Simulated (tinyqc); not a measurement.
Four-point probe, van der Pauw, Hall and spreading-resistance readings of a semiconductor layer: one step, computed by the program tinyqc. Command: `OMP_NUM_THREADS=1 python tinyqc.py 3110757 3110758 out.jsonl probe walk`. One thread of a shared host (Intel(R) Xeon(R) Processor @ 2.30GHz), about 0.01 s of CPU time with the checks.

The layer is uniform and ohmic; contacts are points unless a radius is given.

Question. Hall reading. V_H = r_H I B/(e n t); apparent density n/r_H; Hall mobility r_H mu; Hall angle tan = r_H mu B (SI).

Inputs (values chosen for the exercise, modelled on p-type silicon):
```
quantity             value        unit
carrier density n  5.3e+18      1/cm^3
drift mobility mu     63.7  cm^2/(V s)
layer thickness t      220  micrometre
current I                3          mA
magnetic field B       0.2           T
Hall factor r_H       0.86           -
```

Backing of the layer: insulating.

Constants: e = 1.602176634e-19 C.

Give: Hall voltage; apparent density; Hall mobility; tangent of the Hall angle.

Answer.

Hall voltage = 0.0027621 mV

apparent density = 6.1628e+18 1/cm^3

Hall mobility = 54.782 cm^2/(V s)

tangent of the Hall angle = 0.0010956
